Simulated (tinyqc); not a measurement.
Pariser-Parr-Pople SCF with singles CI, for the molecule C=CC1=CC(=O)C=CC1=O (SMILES; centres numbered as the heavy atoms are written), step by step. Computed by tinyqc, a small Python program that keeps every step. Settings: charge = 0, gamma = Ohno, start = huckel, damping = 0.3, iteration cap = 89, excitations kept = 6. Command: `OMP_NUM_THREADS=1 python tinyqc.py 27724 27725 out.jsonl` (the two numbers bound the seeds that draw the settings). One thread of a shared host (Intel(R) Xeon(R) Processor @ 2.60GHz), about 0.03 s of CPU time with the checks. Later iterations appear only in the table of the cycle.

## PPP integrals

Centres (angstrom, eV; a flat drawing with bonds scaled to 1.40 angstrom):
```
centre          x          y  core charge z          W   gamma_rr
1C      -2.968000  -0.786000              1   9.920000   9.900000
2C      -1.693000  -1.363000              1   9.920000   9.900000
3C      -0.555000  -0.547000              1   9.920000   9.900000
4C       0.720000  -1.125000              1   9.920000   9.900000
5C       1.858000  -0.309000              1   9.920000   9.900000
6O       3.133000  -0.886000              1  17.710000  14.630000
7C       1.720000   1.084000              1   9.920000   9.900000
8C       0.445000   1.662000              1   9.920000   9.900000
9C      -0.693000   0.846000              1   9.920000   9.900000
10O     -1.968000   1.423000              1  17.710000  14.630000
```

Resonance integrals (eV):
```
i   j       beta
1   2  -2.140000
2   3  -2.140000
3   4  -2.140000
4   5  -2.140000
5   6  -2.170000
5   7  -2.140000
7   8  -2.140000
8   9  -2.140000
9  10  -2.170000
9   3  -2.140000
```

Ohno: gamma = 14.399645/sqrt(R^2 + a^2), a = 2 x 14.399645/(gamma_rr + gamma_ss); H_rr = -W_r - sum_(s != r) z_s gamma_rs; H_rs = beta for bonds.

repulsion gamma_rs (eV):
```
           1C        2C        3C        4C        5C         6O        7C        8C
1C   9.900000  7.134001  5.092543  3.618977  2.844125   2.317387  2.741430  3.239610
2C   7.134001  9.900000  7.131948  5.092695  3.618491   2.885927  3.240011  3.618359
3C   5.092543  7.131948  9.900000  7.132990  5.092695   3.706298  4.564677  5.092546
4C   3.618977  5.092695  7.132990  9.900000  7.131948   5.344921  5.092546  4.563025
5C   2.844125  3.618491  5.092695  7.131948  9.900000   7.882756  7.133179  5.091996
6O   2.317387  2.885927  3.706298  5.344921  7.882756  14.630000  5.345739  3.706128
7C   2.741430  3.240011  4.564677  5.092546  7.133179   5.345739  9.900000  7.132990
8C   3.239610  3.618359  5.092546  4.563025  5.091996   3.706128  7.132990  9.900000
9C   4.563929  5.092546  7.133179  5.091996  4.563338   3.302074  5.092695  7.131948
10O  5.344924  4.743351  5.345739  3.706128  3.302074   2.532872  3.706298  5.344921

           9C        10O
1C   4.563929   5.344924
2C   5.092546   4.743351
3C   7.133179   5.345739
4C   5.091996   3.706128
5C   4.563338   3.302074
6O   3.302074   2.532872
7C   5.092695   3.706298
8C   7.131948   5.344921
9C   9.900000   7.882756
10O  7.882756  14.630000
```

core matrix H (eV):
```
             1C          2C          3C          4C          5C          6O          7C          8C
1C   -46.816925   -2.140000    0.000000    0.000000    0.000000    0.000000    0.000000    0.000000
2C    -2.140000  -52.477330   -2.140000    0.000000    0.000000    0.000000    0.000000    0.000000
3C     0.000000   -2.140000  -60.212615   -2.140000    0.000000    0.000000    0.000000    0.000000
4C     0.000000    0.000000   -2.140000  -56.695225   -2.140000    0.000000    0.000000    0.000000
5C     0.000000    0.000000    0.000000   -2.140000  -56.580601   -2.170000   -2.140000    0.000000
6O     0.000000    0.000000    0.000000    0.000000   -2.170000  -54.734101    0.000000    0.000000
7C     0.000000    0.000000    0.000000    0.000000   -2.140000    0.000000  -53.969565   -2.140000
8C     0.000000    0.000000    0.000000    0.000000    0.000000    0.000000   -2.140000  -54.841522
9C     0.000000    0.000000   -2.140000    0.000000    0.000000    0.000000    0.000000   -2.140000
10O    0.000000    0.000000    0.000000    0.000000    0.000000    0.000000    0.000000    0.000000

             9C         10O
1C     0.000000    0.000000
2C     0.000000    0.000000
3C    -2.140000    0.000000
4C     0.000000    0.000000
5C     0.000000    0.000000
6O     0.000000    0.000000
7C     0.000000    0.000000
8C    -2.140000    0.000000
9C   -59.774460   -2.170000
10O   -2.170000  -59.619062
```

## Starting guess

pi electrons, sum of z_r less the charge = 10

Orbitals of the Hueckel matrix of the beta values.

P at the start:
```
            1C         2C         3C         4C         5C         6O         7C         8C
1C    1.000000   0.894960   0.000000  -0.362536   0.000000   0.224609   0.082031   0.000000
2C    0.894960   1.000000   0.430266   0.000000  -0.052748   0.000000   0.000000  -0.020126
3C    0.000000   0.430266   1.000000   0.740055   0.000000  -0.278096  -0.154905   0.000000
4C   -0.362536   0.000000   0.740055   1.000000   0.468845   0.000000   0.000000  -0.180058
5C    0.000000  -0.052748   0.000000   0.468845   1.000000   0.753514   0.443692   0.000000
6O    0.224609   0.000000  -0.278096   0.000000   0.753514   1.000000   0.000000  -0.303601
7C    0.082031   0.000000  -0.154905   0.000000   0.443692   0.000000   1.000000   0.818665
8C    0.000000  -0.020126   0.000000  -0.180058   0.000000  -0.303601   0.818665   1.000000
9C   -0.102157   0.000000   0.407256   0.000000  -0.112942   0.000000   0.000000   0.452534
10O   0.000000  -0.103589   0.000000  -0.262011   0.000000   0.460713  -0.319687   0.000000

            9C        10O
1C   -0.102157   0.000000
2C    0.000000  -0.103589
3C    0.407256   0.000000
4C    0.000000  -0.262011
5C   -0.112942   0.000000
6O    0.000000   0.460713
7C    0.000000  -0.319687
8C    0.452534   0.000000
9C    1.000000   0.778565
10O   0.778565   1.000000
```

## Iteration 1: Fock matrix

F_rr = H_rr + P_rr gamma_rr / 2 + sum_(s != r) P_ss gamma_rs; F_rs = H_rs - P_rs gamma_rs / 2; E = tr P (H + F) / 2 + core repulsion sum_(r<s) z_r z_s gamma_rs.

F (eV):
```
            1C         2C         3C         4C         5C          6O         7C         8C
1C   -4.970000  -5.332322   0.000000   0.656005   0.000000   -0.260253  -0.112441   0.000000
2C   -5.332322  -4.970000  -3.674318   0.000000   0.095433    0.000000   0.000000   0.036412
3C    0.000000  -3.674318  -4.970000  -4.779402   0.000000    0.515353   0.353545   0.000000
4C    0.656005   0.000000  -4.779402  -4.970000  -3.811890    0.000000   0.000000   0.410804
5C    0.000000   0.095433   0.000000  -3.811890  -4.970000   -5.139883  -3.722469   0.000000
6O   -0.260253   0.000000   0.515353   0.000000  -5.139883  -10.395000   0.000000   0.562593
7C   -0.112441   0.000000   0.353545   0.000000  -3.722469    0.000000  -4.970000  -5.059766
8C    0.000000   0.036412   0.000000   0.410804   0.000000    0.562593  -5.059766  -4.970000
9C    0.233119   0.000000  -3.592513   0.000000   0.257697    0.000000   0.000000  -3.753726
10O   0.000000   0.245681   0.000000   0.485523   0.000000   -0.583464   0.592427   0.000000

            9C         10O
1C    0.233119    0.000000
2C    0.000000    0.245681
3C   -3.592513    0.000000
4C    0.000000    0.485523
5C    0.257697    0.000000
6O    0.000000   -0.583464
7C    0.000000    0.592427
8C   -3.753726    0.000000
9C   -4.970000   -5.238619
10O  -5.238619  -10.395000
```

pi energy = -130.956524 eV

## Iteration 1: orbitals and new P

Diagonalise F (the basis is taken as orthonormal) and form P = 2 sum c c over the lowest orbitals; 0.3 of the old P is kept.

orbital energies (eV): -15.013407  -14.199015  -12.096312  -10.824589  -9.430981  -4.598282  -0.487700  0.681062  1.710424  3.708798

P after iteration 1:
```
            1C         2C         3C         4C         5C         6O         7C         8C
1C    0.972747   0.906216   0.034359  -0.349875  -0.069526   0.188178   0.052792   0.033863
2C    0.906216   0.997261   0.404929  -0.014417  -0.058297   0.025150  -0.016011  -0.006637
3C    0.034359   0.404929   0.957536   0.776341   0.092611  -0.259503  -0.128986  -0.041591
4C   -0.349875  -0.014417   0.776341   0.973761   0.422620  -0.001653  -0.036022  -0.155889
5C   -0.069526  -0.058297   0.092611   0.422620   0.801313   0.749015   0.388445   0.093072
6O    0.188178   0.025150  -0.259503  -0.001653   0.749015   1.305449   0.015773  -0.272180
7C    0.052792  -0.016011  -0.128986  -0.036022   0.388445   0.015773   0.953271   0.850317
8C    0.033863  -0.006637  -0.041591  -0.155889   0.093072  -0.272180   0.850317   0.959356
9C   -0.064389   0.028292   0.357115   0.083653  -0.038834  -0.093476   0.101584   0.396089
10O  -0.027178  -0.090246   0.018291  -0.238325  -0.091827   0.325831  -0.288808   0.013392

            9C        10O
1C   -0.064389  -0.027178
2C    0.028292  -0.090246
3C    0.357115   0.018291
4C    0.083653  -0.238325
5C   -0.038834  -0.091827
6O   -0.093476   0.325831
7C    0.101584  -0.288808
8C    0.396089   0.013392
9C    0.788239   0.775945
10O   0.775945   1.291067
```

## Iteration 2: Fock matrix

As before.

F (eV):
```
            1C         2C         3C         4C         5C          6O         7C         8C
1C   -4.963405  -5.372474  -0.087488   0.633094   0.098870   -0.218040  -0.072362  -0.054852
2C   -5.372474  -5.448142  -3.583965   0.036710   0.105474   -0.036291   0.025938   0.012007
3C   -0.087488  -3.583965  -5.780293  -4.908817  -0.235819    0.480898   0.294389   0.105902
4C    0.633094   0.036710  -4.908817  -5.722763  -3.647050    0.004417   0.091722   0.355662
5C    0.098870   0.105474  -0.235819  -3.647050  -4.582030   -5.122151  -3.525423  -0.236962
6O   -0.218040  -0.036291   0.480898   0.004417  -5.122151  -10.457977  -0.042158   0.504367
7C   -0.072362   0.025938   0.294389   0.091722  -3.525423   -0.042158  -5.686336  -5.172652
8C   -0.054852   0.012007   0.105902   0.355662  -0.236962    0.504367  -5.172652  -5.772902
9C    0.146933  -0.072038  -3.413682  -0.212981   0.088606    0.154333  -0.258669  -3.552445
10O   0.072633   0.214033  -0.048889   0.441632   0.151610   -0.412645   0.535204  -0.035789

            9C         10O
1C    0.146933    0.072633
2C   -0.072038    0.214033
3C   -3.413682   -0.048889
4C   -0.212981    0.441632
5C    0.088606    0.151610
6O    0.154333   -0.412645
7C   -0.258669    0.535204
8C   -3.552445   -0.035789
9C   -4.724557   -5.228294
10O  -5.228294  -10.690857
```

pi energy = -133.058997 eV

## Iteration 2: orbitals and new P

As before.

orbital energies (eV): -15.245731  -14.196737  -12.563186  -11.386321  -9.921010  -4.250514  -0.953731  0.405610  1.237210  3.045145

P after iteration 2:
```
            1C         2C         3C         4C         5C         6O         7C         8C
1C    0.926351   0.910253   0.058944  -0.341567  -0.092682   0.164799   0.034815   0.043271
2C    0.910253   1.017295   0.391510  -0.043463  -0.064546   0.041318  -0.021525   0.002225
3C    0.058944   0.391510   0.948286   0.798739   0.127479  -0.243559  -0.110815  -0.054205
4C   -0.341567  -0.043463   0.798739   0.978563   0.394515  -0.007458  -0.044915  -0.140101
5C   -0.092682  -0.064546   0.127479   0.394515   0.700621   0.745038   0.352627   0.125674
6O    0.164799   0.041318  -0.243559  -0.007458   0.745038   1.434991   0.022412  -0.250031
7C    0.034815  -0.021525  -0.110815  -0.044915   0.352627   0.022412   0.934970   0.871375
8C    0.043271   0.002225  -0.054205  -0.140101   0.125674  -0.250031   0.871375   0.953931
9C   -0.042388   0.039650   0.327222   0.115781  -0.006252  -0.119269   0.141079   0.362769
10O  -0.038807  -0.082388   0.021244  -0.220849  -0.113842   0.252628  -0.266385   0.012471

            9C        10O
1C   -0.042388  -0.038807
2C    0.039650  -0.082388
3C    0.327222   0.021244
4C    0.115781  -0.220849
5C   -0.006252  -0.113842
6O   -0.119269   0.252628
7C    0.141079  -0.266385
8C    0.362769   0.012471
9C    0.682166   0.768574
10O   0.768574   1.422824
```

## Iteration 3: Fock matrix

As before.

F (eV):
```
            1C         2C         3C         4C         5C          6O         7C         8C
1C   -4.913666  -5.386874  -0.150087   0.618062   0.131800   -0.190951  -0.047722  -0.070091
2C   -5.386874  -5.706107  -3.536115   0.110671   0.116779   -0.059620   0.034870  -0.004025
3C   -0.150087  -3.536115  -6.081345  -4.988698  -0.324605    0.451351   0.252917   0.138020
4C    0.618062   0.110671  -4.988698  -6.026348  -3.546830    0.019930   0.114365   0.319642
5C    0.131800   0.116779  -0.324605  -3.546830  -4.338767   -5.106475  -3.397675  -0.319967
6O   -0.190951  -0.059620   0.451351   0.019930  -5.106475  -10.496895  -0.059904   0.463323
7C   -0.047722   0.034870   0.252917   0.114365  -3.397675   -0.059904  -5.973287  -5.247753
8C   -0.070091  -0.004025   0.138020   0.319642  -0.319967    0.463323  -5.247753  -6.118197
9C    0.096728  -0.100959  -3.307068  -0.294779   0.014265    0.196917  -0.359235  -3.433623
10O   0.103710   0.195397  -0.056783   0.409247   0.187957   -0.319938   0.493651  -0.033327

            9C         10O
1C    0.096728    0.103710
2C   -0.100959    0.195397
3C   -3.307068   -0.056783
4C   -0.294779    0.409247
5C    0.014265    0.187957
6O    0.196917   -0.319938
7C   -0.359235    0.493651
8C   -3.433623   -0.033327
9C   -4.525880   -5.199239
10O  -5.199239  -10.849001
```

pi energy = -133.942445 eV

## Iteration 3: orbitals and new P

As before.

orbital energies (eV): -15.330951  -14.154286  -12.763418  -11.605099  -10.118700  -4.089353  -1.154172  0.309463  1.070260  2.806763

P after iteration 3:
```
            1C         2C         3C         4C         5C         6O         7C         8C
1C    0.887433   0.910430   0.075369  -0.335857  -0.099637   0.150017   0.024203   0.044759
2C    0.910430   1.037907   0.384837  -0.068146  -0.068991   0.050514  -0.023782   0.007310
3C    0.075369   0.384837   0.946990   0.811695   0.141006  -0.231870  -0.098874  -0.057058
4C   -0.335857  -0.068146   0.811695   0.989441   0.377548  -0.013364  -0.045970  -0.130175
5C   -0.099637  -0.068991   0.141006   0.377548   0.647838   0.742603   0.329497   0.135948
6O    0.150017   0.050514  -0.231870  -0.013364   0.742603   1.492718   0.025406  -0.235442
7C    0.024203  -0.023782  -0.098874  -0.045970   0.329497   0.025406   0.926998   0.884735
8C    0.044759   0.007310  -0.057058  -0.130175   0.135948  -0.235442   0.884735   0.958100
9C   -0.029453   0.045235   0.309289   0.128525   0.008372  -0.123716   0.156820   0.342882
10O  -0.043937  -0.077695   0.019870  -0.208669  -0.115085   0.212203  -0.250944   0.008404

            9C        10O
1C   -0.029453  -0.043937
2C    0.045235  -0.077695
3C    0.309289   0.019870
4C    0.128525  -0.208669
5C    0.008372  -0.115085
6O   -0.123716   0.212203
7C    0.156820  -0.250944
8C    0.342882   0.008404
9C    0.626096   0.761533
10O   0.761533   1.486479
```

## Convergence

Stop when output and input P, before any damping, agree to 1e-7.

Course of the cycle:
```
iteration         E (eV)  largest |P(out) - P(in)|
1          -130.95652353                  4.36e-01
2          -133.05899743                  1.88e-01
3          -133.94244545                  9.09e-02
4          -134.29138071                  4.73e-02
5          -134.42646620                  2.68e-02
6          -134.47853715                  1.77e-02
7          -134.49866712                  1.15e-02
8          -134.50650623                  7.54e-03
9          -134.50959290                  4.95e-03
10         -134.51082674                  3.27e-03
11         -134.51132985                  2.17e-03
...                  ...                       ...
39         -134.51171153                  9.54e-07
40         -134.51171153                  7.47e-07
41         -134.51171153                  5.85e-07
42         -134.51171153                  4.58e-07
43         -134.51171153                  3.59e-07
44         -134.51171153                  2.81e-07
45         -134.51171153                  2.20e-07
46         -134.51171153                  1.72e-07
47         -134.51171153                  1.35e-07
48         -134.51171153                  1.06e-07
49         -134.51171153                  8.27e-08
```

Converged in 49 iterations.

## Converged orbitals

Charges are z - P_rr.

orbital energies (eV): -15.311084  -14.019519  -12.924083  -11.799394  -10.310476  -3.899966  -1.296763  0.249662  0.916214  2.656337

coefficients:
```
          MO1        MO2        MO3        MO4        MO5        MO6        MO7        MO8
1C   0.076967  -0.022819   0.326486   0.077571  -0.532195  -0.252418   0.487299   0.308816
2C   0.174599  -0.039434   0.506439   0.088444  -0.496760  -0.037900  -0.256337  -0.307245
3C   0.378254  -0.051337   0.502938   0.012049   0.266987   0.321212  -0.375630   0.048747
4C   0.304655   0.158536   0.325433  -0.045290   0.536516  -0.298436   0.417623  -0.269765
5C   0.311236   0.424372  -0.072969  -0.062418   0.068153  -0.370432   0.002163   0.354109
6O   0.283378   0.614282  -0.195860  -0.440897  -0.290488   0.348983   0.006525  -0.169742
7C   0.280224   0.172531  -0.253678   0.529413  -0.051838  -0.342552  -0.453250   0.106871
8C   0.309769  -0.022998  -0.263500   0.566621  -0.070142   0.301280   0.384044  -0.406948
9C   0.420042  -0.300010  -0.084264   0.000344   0.029250   0.398241   0.149063   0.580024
10O  0.446780  -0.540757  -0.305782  -0.429350  -0.115655  -0.341893  -0.078308  -0.259658

           MO9       MO10
1C   -0.419205   0.159493
2C    0.471019  -0.271080
3C   -0.299549   0.439925
4C   -0.067418  -0.381383
5C    0.523560   0.415262
6O   -0.230224  -0.146876
7C   -0.347432  -0.299136
8C    0.125247   0.297574
9C    0.194390  -0.413003
10O  -0.082660   0.139538
```

pi charges: 1C 0.195427, 2C -0.086225, 3C 0.059829, 4C -0.027511, 5C 0.418350, 6O -0.549560, 7C 0.088780, 8C 0.016206, 9C 0.451206, 10O -0.566502

## Singles CI, singlets

Over the 6 single excitations with the smallest orbital gaps: A = (e_a - e_i) delta + 2 (ia|jb) - (ij|ab), with (pq|rs) = sum c_mp c_mq gamma_mn c_nr c_ns. f = 2/3 w |mu|^2 in atomic units, mu = sqrt2 sum c_ia sum_m c_mi c_ma R_m.

singlet CI matrix (eV):
```
           5>6        4>6        5>7        3>6        2>6        4>7
5>6   2.589012   0.713616  -0.158251  -0.286040   0.039296   0.312387
4>6   0.713616   3.786667  -0.362412   0.523368  -0.057840  -0.042333
5>7  -0.158251  -0.362412   4.722644  -0.222662  -0.228299  -0.108016
3>6  -0.286040   0.523368  -0.222662   4.223998  -0.088493   0.310721
2>6   0.039296  -0.057840  -0.228299  -0.088493   5.829114   0.120480
4>7   0.312387  -0.042333  -0.108016   0.310721   0.120480   6.069999
```

singlet excitation energies (eV): 2.108569  3.814944  4.230444  5.028487  5.824870  6.214121

oscillator strengths: 0.079564  0.553245  0.057733  1.111416  0.013930  0.663008

## Singles CI, triplets

Over the 6 single excitations with the smallest orbital gaps: A = (e_a - e_i) delta - (ij|ab), with (pq|rs) = sum c_mp c_mq gamma_mn c_nr c_ns.

triplet CI matrix (eV):
```
           5>6        4>6        5>7        3>6        2>6        4>7
5>6   1.407228  -0.109783   0.753638  -0.592017   0.016882  -0.050551
4>6  -0.109783   2.142163  -0.050551   0.093061  -0.054176  -0.851935
5>7   0.753638  -0.050551   3.548781  -0.228454   0.101178   0.245363
3>6  -0.592017   0.093061  -0.228454   3.694930  -0.063691   0.361435
2>6   0.016882  -0.054176   0.101178  -0.063691   4.267139  -0.134533
4>7  -0.050551  -0.851935   0.245363   0.361435  -0.134533   5.360863
```

triplet excitation energies (eV): 1.064632  1.914691  3.334577  4.103527  4.343937  5.659738
